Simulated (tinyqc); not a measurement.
Worked calculation: CCD on RHF in the sto-3g basis, for H3+, spin multiplicity 1. One step of it, computed by the program tinyqc.

Question. Iteration 4 (converged): orbitals. Diagonalise F' = X^T F X, C = X C', fill 1 alpha and 1 beta electrons from the bottom; D = 2 C_occ C_occ^T. Each column has its largest component positive (the first on a tie).

converged F (hartree), lower triangle:
```
           1H 1s      2H 1s      3H 1s
1H 1s  -0.696608
2H 1s  -0.656971  -0.696768
3H 1s  -0.609454  -0.609711  -0.668059
```

X, lower triangle:
```
           1H 1s      2H 1s     3H 1s
1H 1s   1.134322
2H 1s  -0.223816   1.134432
3H 1s  -0.183016  -0.183246  1.113324
```

Give: F' = X^T F X; orbital energies; coefficients C; D after iteration 4.

Answer.

F' = X^T F X (hartree), lower triangle:
```
        1       2       3
1  -0.417
2  -0.344  -0.417
3  -0.297  -0.297  -0.422
```

orbital energies (hartree): MO1 -1.044, MO2 -0.138, MO3 -0.073

coefficients C:
```
         MO1     MO2     MO3
1H 1s  0.431  -0.514  -0.959
2H 1s  0.431  -0.510   0.962
3H 1s  0.408   1.068  -0.003
```

D after iteration 4, lower triangle:
```
       1H 1s  2H 1s  3H 1s
1H 1s  0.372
2H 1s  0.372  0.372
3H 1s  0.352  0.352  0.333
```
